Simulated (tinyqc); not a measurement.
Two-dimensional dopant profile at a mask edge: lateral junction, overlap and effective channel length: one step, computed by the program tinyqc. Command: `OMP_NUM_THREADS=1 python tinyqc.py 3012527 3012528 out.jsonl lateral walk`. One thread of a shared host (Intel(R) Xeon(R) Processor @ 2.30GHz), about 0.01 s of CPU time with the checks.

Ions enter for y < 0; the mask (spacer, then gate) covers y > 0. x is the depth. The surface reflects dopant during the anneal.

Question. Widths and vertical profile. Widths s_x^2 = (vertical straggle)^2 + 2 D t, s_y^2 = (lateral straggle)^2 + 2 D t. C(x, y) = V(x) (1/2) erfc(y/(sqrt2 s_y)), V(x) = Q/(sqrt(2 pi) s_x) [exp(-(x - R_p)^2/(2 s_x^2)) + exp(-(x + R_p)^2/(2 s_x^2))]; 1 nm = 1e-7 cm. The vertical junction far from the mask solves V(x) = C_B.

Inputs (values chosen for the exercise, modelled on a source-drain extension in silicon):

| quantity | value | unit |
|---|---|---|
| dose Q | 2.2e+14 | 1/cm^2 |
| projected range R_p | 11 | nm |
| vertical straggle | 3.6 | nm |
| lateral straggle | 5.1 | nm |
| anneal budget D t | 7.6e-13 | cm^2 |
| channel doping C_B | 1e+17 | 1/cm^3 |

Give: s_x; s_y; V at the surface; V at R_p; vertical junction x_j.

Answer.

s_x = 12.84 nm

s_y = 13.34 nm

V at the surface = 9.471e+19 1/cm^3

V at R_p = 8.409e+19 1/cm^3

vertical junction x_j = 57.41 nm
